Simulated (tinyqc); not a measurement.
Changing the trap level E_t - E_i: trap-assisted generation and recombination current of an abrupt junction. Computed by tinyqc, a small Python program. Command: `OMP_NUM_THREADS=1 python tinyqc.py 3025667 3025668 out.jsonl junctionleak sweep`. One thread of a shared host (Intel(R) Xeon(R) Processor @ 2.30GHz), about 0.03 s of CPU time with the checks.

Depletion approximation, flat quasi-Fermi levels across the depleted layer, long neutral regions with minority lifetimes tau_n and tau_p, full ionisation and Boltzmann statistics. Voltages in exponents stand for e V.

Inputs (values chosen for the exercise, for a model semiconductor): gap E_g = 1.22 eV; electron mass m_e = 0.0624 m_0; valleys M_c = 1; hole mass m_h = 0.465 m_0; dielectric constant eps = 14.3; acceptor density N_A = 1.7e+17 cm^-3; donor density N_D = 5.9e+17 cm^-3; capture time tau_n = 7e-06 s; capture time tau_p = 6.4e-08 s; electron diffusion coefficient D_n = 14 cm^2/s; hole diffusion coefficient D_p = 2.7 cm^2/s; forward bias V = 0.55 V; reverse bias V_r = 7.2 V; temperature T = 250 K; tunnelling mass m_t = 0.22 m_0.

Field enhancement: Hurkx tunnelling factor.

Constants: k_B = 8.617333262e-05 eV/K; m_0 = 9.1093837015e-31 kg; k_B = 1.380649e-23 J/K; h = 6.62607015e-34 J s; e = 1.602176634e-19 C; eps_0 = 8.8541878128e-12 F/m; hbar = 1.054571817e-34 J s.

Method:
- N_c = 2 M_c (2 pi m_e k_B T/h^2)^(3/2) and N_v = 2 (2 pi m_h k_B T/h^2)^(3/2), masses in units of m_0.
- n_i = sqrt(N_c N_v) exp(-E_g/2 k_B T); V_bi = (k_B T/e) ln(N_A N_D/n_i^2); diffusion saturation current J_d0 = e n_i^2 [sqrt(D_n/tau_n)/N_A + sqrt(D_p/tau_p)/N_D].
- W = sqrt(2 eps eps_0 (V_bi - V)(1/N_A + 1/N_D)/e), x_p = W N_D/(N_A + N_D), x_n = W - x_p, peak field F_m = 2 (V_bi - V)/W; reverse bias means V = -V_r.
- Both capture times are divided by 1 + Gamma, Gamma = 2 sqrt(3 pi) (F/F_G) exp((F/F_G)^2), F_G = sqrt(24 m_t (k_B T)^3)/(e hbar) (the low-field Hurkx form), F being the local field, linear in x from 0 at the edges to F_m.
- Potential from the p edge: phi = (V_bi - V) x^2/(x_p W) on the p side and (V_bi - V)[1 - (W - x)^2/(x_n W)] on the n side; p = N_A exp(-phi/k_B T), n = n_i^2 exp(V/k_B T)/p; U = (n p - n_i^2)/[tau_p (n + n_i exp(dE/k_B T)) + tau_n (p + n_i exp(-dE/k_B T))], dE = E_t - E_i, n1 = n_i exp(dE/k_B T), p1 = n_i exp(-dE/k_B T); J_t = e int U dx by the trapezoid rule on 400 intervals on each side.
- Generation lifetime tau_g = tau_p exp(dE/k_B T) + tau_n exp(-dE/k_B T); textbook estimate e n_i W/tau_g; generation current J_g = -J_t; total = J_g + J_d0 (1 - exp(-V_r/k_B T)).
- Total J = J_t + J_d0 (exp(V/k_B T) - 1); ideality n = (e/k_B T) dV/d ln J, central difference of 1 mV.

One run for each value; columns: (1) trap level E_t - E_i (eV); (2) generation current (A/cm^2); (3) recombination current in the layer (A/cm^2); (4) ideality factor; (5) tau_g (s):
```
(1)           (2)        (3)    (4)        (5)
-0.300  3.727e-17  9.563e-09  1.163  7.813e+00
-0.220  1.524e-15  5.717e-08  1.684  1.906e-01
-0.150  3.919e-14  7.051e-08  1.982  7.395e-03
-0.075  1.270e-12  7.120e-08  2.001  2.275e-04
0.000   4.080e-11  7.122e-08  2.002  7.064e-06
0.075   1.254e-10  7.122e-08  2.002  2.296e-06
0.150   4.270e-12  7.121e-08  2.001  6.762e-05
0.230   1.045e-13  7.095e-08  1.994  2.772e-03
0.300   4.064e-15  6.504e-08  1.845  7.144e-02
```

Describe and explain the trends.

Over the rows, generation current (A/cm^2) goes from 3.73e-17 through a maximum among these rows, 1.25e-10 at 0.0750, to 4.06e-15; recombination current in the layer (A/cm^2) goes from 9.56e-9 through a maximum among these rows, 7.12e-8 at 0.0750, to 6.50e-8; ideality factor goes from 1.16 through a maximum among these rows, 2.00 at 0.0750, to 1.84. Generation is largest where the two terms of tau_g are equal, at dE = (k_B T/2) ln(tau_n/tau_p) = +0.051 eV, apart from edge effects.

Caution (all rows): one side is doped near or above its effective density of states, so Boltzmann statistics understate V_bi. Caution (all rows): at such a field avalanche multiplication or band-to-band tunnelling, left out here, may dominate the reverse current. Caution (rows -0.300, -0.220, 0.300): so small a current is far below what can be measured; surface leakage and other defects rule in real diodes.

Extremes, crossings and ranges named in words are read from the listed rows.
